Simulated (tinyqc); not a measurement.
Rectangular fin or nanosheet with a gate all round, subbands and threshold shift from confinement: one step of the calculation.

Undoped body with a flat potential across it, hard walls, transport along x. One isotropic valley (g = 1, mx = my = mz = me). Non-parabolicity enters the subband edges through E (1 + al E) = gamma, so E = 2 gamma/(1 + sqrt(1 + 4 al gamma)); motion within a subband is taken as parabolic with the band-edge mass. Energies are counted from the bulk band edge.

Problem. Threshold shift. Each subband has N_k = g sqrt(2 mx m0 kB T/(pi hbar^2)); without degeneracy n = exp(EF/Vt) sum N_k exp(-E_k/Vt). Classical value Nc times t H, Nc = sum over valleys of 2 g (m m0 kB T/(2 pi hbar^2))^1.5 with m = (mx my mz)^(1/3). Threshold shift dVT = Vt ln(classical value/sum N_k exp(-E_k/Vt)). Use the subbands listed.

Inputs (values chosen for the exercise); masses close to those of InAs:
- T = 400 K (temperature)
- me = 0.0231 m0 (mass at the band edge)
- t = 4.7 nm (width (along y))
- H = 18.8 nm (height (along z))

Constants: q = 1.602176634e-19 C, kB = 1.380649e-23 J/K, hbar = 1.054571817e-34 J s, m0 = 9.1093837015e-31 kg, Vt = kB T/q. Results are converted to the units shown.

E_k, subband 1,1 to 1,6 (eV): [0.39429550, 0.43910520, 0.50750924, 0.59342846, 0.69181483, 0.79899158]
N_k, subband 1,1 to 1,6 (cm^-1): [8.1561654e5, 8.1561654e5, 8.1561654e5, 8.1561654e5, 8.1561654e5, 8.1561654e5]

Find: shares; sum N_k exp(-E_k/Vt); Nc; classical value; dVT.

Solution.

shares, subband 1,1 to 1,6 (%): [76.15, 20.75, 2.85, 0.24, 0.01, 0.00]
sum N_k exp(-E_k/Vt) = 11.53 cm^-1
Nc = 1.356e17 cm^-3
classical value = 1.199e5 cm^-1
dVT = 318.8 mV

Range of the model: Non-parabolicity also makes carriers heavier within each subband, which is left out, so densities of states are understated at high energy.

tinyqc, about 0.1 s, one thread, Intel Xeon 2.30GHz (shared host): `OMP_NUM_THREADS=1 python tinyqc.py 2350039 2350040 out.jsonl`
